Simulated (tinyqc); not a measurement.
One-sided p+-n junction, ionisation integral and breakdown: one step of the calculation.

A p+ layer at x < 0 and an n drift layer from x = 0. Depletion approximation, built-in voltage neglected. Local ionisation coefficients alpha_n = an exp(-(bn/E)^mx), alpha_p = ap exp(-(bp/E)^mx). Electrons move towards +x, holes towards x = 0.

Task. Ionisation integrals by the trapezoid rule. G(x) = integral from 0 to x of (alpha_n - alpha_p); I_n = integral of alpha_n exp(-G) (electrons injected at x = 0), I_p = integral of alpha_p exp(G(end) - G) (holes injected at the far edge); M = 1/(1 - I). All integrals by the trapezoid rule on the grid.

| point | x (um) | alpha_n (1/cm) | alpha_p (1/cm) |
|---|---|---|---|
| 0 | 0.0000000 | 333.12974 | 14695.942 |
| 1 | 0.7041164 | 143.81313 | 7712.5184 |
| 2 | 1.4082327 | 55.365117 | 3706.9183 |
| 3 | 2.1123491 | 18.535582 | 1600.5396 |
| 4 | 2.8164655 | 5.2208344 | 605.24092 |
| 5 | 3.5205818 | 1.1834291 | 193.72662 |
| 6 | 4.2246982 | 0.20308718 | 50.082589 |
| 7 | 4.9288145 | 0.024202030 | 9.7866032 |
| 8 | 5.6329309 | 0.0017653441 | 1.3120463 |
| 9 | 6.3370473 | 6.5041779e-5 | 0.10413818 |
| 10 | 7.0411636 | 8.9015238e-7 | 0.0038651737 |

Find: G; alpha_n exp(-G); I_n; I_p; M_n; M_p.

Result.

| point | G | alpha_n exp(-G) (1/cm) |
|---|---|---|
| 0 | 0.0000 | 333.13 |
| 1 | -0.7721 | 311.26 |
| 2 | -1.1671 | 177.88 |
| 3 | -1.3514 | 71.60 |
| 4 | -1.4282 | 21.78 |
| 5 | -1.4561 | 5.08 |
| 6 | -1.4646 | 0.88 |
| 7 | -1.4667 | 0.10 |
| 8 | -1.4671 | 0.01 |
| 9 | -1.4672 | 0.00 |
| 10 | -1.4672 | 0.00 |

I_n = 0.053171
I_p = 0.74281
M_n = 1.0562
M_p = 3.8881

tinyqc, about 0.07 s, one thread, Intel Xeon 2.30GHz (shared host): `OMP_NUM_THREADS=1 python tinyqc.py 2120139 2120140 out.jsonl`
